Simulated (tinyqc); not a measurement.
Thickness from the transmission.

Problem. A dielectric of barrier phi1 and mass m1 carries the voltage V, so U = phi1 - V x/t1. At E = 0 the WKB exponent is S = (4 t1/(3 V)) sqrt(m1/C) [phi1^1.5 - max(phi1 - V, 0)^1.5], C = hbar^2/(2 m0), and T = exp(-S). Find S, t1 and the field.

Parameters, values chosen for the exercise: barrier of layer 1 above the emitter Fermi level at zero bias phi1 = 2.98 eV; tunnelling mass of layer 1 m1 = 0.49 m0; voltage across the dielectric V = 0.5 V.

Constants: q = 1.602176634e-19 C, hbar = 1.054571817e-34 J s, m0 = 9.1093837015e-31 kg, hbar^2/(2 m0) = 0.0380998212 eV nm^2. Results are converted to the units shown.

T at E = 0 = 5.4841677e-10

Answer. At fixed V the exponent is proportional to t1.

S = 21.32
t1 = 1.800 nm
field = 2.778 MV/cm

tinyqc, about 0.02 s, one thread, Intel Xeon 2.30GHz (shared host): `OMP_NUM_THREADS=1 python tinyqc.py 2540106 2540107 out.jsonl`
